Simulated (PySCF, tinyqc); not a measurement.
RHF in the sto-3g basis, for H6, spin multiplicity 1, step by step. The lowest restricted solution is unstable here: a spin-polarised one lies 0.1648 hartree lower (PySCF). One step of it, computed by the program tinyqc.

Question. Iteration 3: diagonalisation and new density. Diagonalise F' = X^T F X, C = X C', fill 3 alpha and 3 beta electrons from the bottom; D = 2 C_occ C_occ^T. Each column has its largest component positive (the first on a tie).

Fock matrix F (hartree):
```
           1H 1s      2H 1s      3H 1s      4H 1s      5H 1s      6H 1s
1H 1s  -0.156518  -0.303367  -0.087883   0.021522   0.001742  -0.019685
2H 1s  -0.303367  -0.251433  -0.396007  -0.074231  -0.005277   0.001742
3H 1s  -0.087883  -0.396007  -0.226796  -0.275785  -0.074231   0.021522
4H 1s   0.021522  -0.074231  -0.275785  -0.226796  -0.396007  -0.087883
5H 1s   0.001742  -0.005277  -0.074231  -0.396007  -0.251433  -0.303367
6H 1s  -0.019685   0.001742   0.021522  -0.087883  -0.303367  -0.156518
```

X:
```
           1H 1s      2H 1s      3H 1s      4H 1s      5H 1s      6H 1s
1H 1s   1.037969  -0.173146   0.034644  -0.003978   0.000884  -0.000104
2H 1s  -0.173146   1.147367  -0.297645   0.038428  -0.008139   0.000884
3H 1s   0.034644  -0.297645   1.150347  -0.190620   0.038428  -0.003978
4H 1s  -0.003978   0.038428  -0.190620   1.150347  -0.297645   0.034644
5H 1s   0.000884  -0.008139   0.038428  -0.297645   1.147367  -0.173146
6H 1s  -0.000104   0.000884  -0.003978   0.034644  -0.173146   1.037969
```

Give: F' = X^T F X; orbital energies; coefficients C; D after iteration 3.

Answer.

F' = X^T F X (hartree):
```
         1        2        3        4        5        6
1  -0.0692  -0.2974   0.0421   0.0241  -0.0015  -0.0201
2  -0.2974   0.0253  -0.4107   0.0543  -0.0073  -0.0015
3   0.0421  -0.4107   0.0506  -0.2961   0.0543   0.0241
4   0.0241   0.0543  -0.2961   0.0506  -0.4107   0.0421
5  -0.0015  -0.0073   0.0543  -0.4107   0.0253  -0.2974
6  -0.0201  -0.0015   0.0241   0.0421  -0.2974  -0.0692
```

orbital energies (hartree): MO1 -0.5333, MO2 -0.4458, MO3 -0.2098, MO4 0.0473, MO5 0.4263, MO6 0.7287

coefficients C:
```
          MO1      MO2      MO3      MO4      MO5      MO6
1H 1s  0.1727   0.3101   0.5580   0.6173  -0.4613   0.2783
2H 1s  0.3394   0.4366   0.1672  -0.2202   0.7445  -0.7072
3H 1s  0.3715   0.2378  -0.3923  -0.3880  -0.4502   0.8656
4H 1s  0.3715  -0.2378  -0.3923   0.3880  -0.4502  -0.8656
5H 1s  0.3394  -0.4366   0.1672   0.2202   0.7445   0.7072
6H 1s  0.1727  -0.3101   0.5580  -0.6173  -0.4613  -0.2783
```

D after iteration 3:
```
         1H 1s    2H 1s    3H 1s    4H 1s    5H 1s    6H 1s
1H 1s   0.8745   0.5746  -0.1619  -0.4569   0.0330   0.4900
2H 1s   0.5746   0.6676   0.3287  -0.0867  -0.0950   0.0330
3H 1s  -0.1619   0.3287   0.6969   0.4707  -0.0867  -0.4569
4H 1s  -0.4569  -0.0867   0.4707   0.6969   0.3287  -0.1619
5H 1s   0.0330  -0.0950  -0.0867   0.3287   0.6676   0.5746
6H 1s   0.4900   0.0330  -0.4569  -0.1619   0.5746   0.8745
```
